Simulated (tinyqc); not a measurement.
Born-von Karman spring model of a cubic crystal with one atom per cell: one step, computed by the program tinyqc.

First neighbours lie at a (1,0,0) (6 of them), second at a (1,1,0) (12), with all permutations and signs; the volume per atom is Omega = a^3.

Task: Sound velocities. rho = M/Omega and v = sqrt(C/rho), with C = C11, C44, C44 along [100]; (C11 + C12 + 2 C44)/2, C44, (C11 - C12)/2 along [110]; (C11 + 2 C12 + 4 C44)/3 and twice (C11 - C12 + C44)/3 along [111].

Inputs (values chosen for the exercise, for a model crystal): lattice constant a = 4.15 angstrom; atomic mass M = 56.8 u.

Lattice: sc.

C11 = 126.9387 GPa

C44 = 35.55674 GPa

C12 = 29.76574 GPa

Constants: u = 1.6605390666e-27 kg.

Give: density rho; Velocities (m/s).

Result:

density rho = 1319.6 kg/m^3

Velocities (m/s):
```
direction  longitudinal  transverse 1  transverse 2
[100]            9807.8        5190.8        5190.8
[110]            9290.8        5190.8        6067.8
[111]            9111.9        5790.2        5790.2
```

Along [110] the two transverse waves differ by a factor sqrt(2 C44/(C11 - C12)) = 0.855.
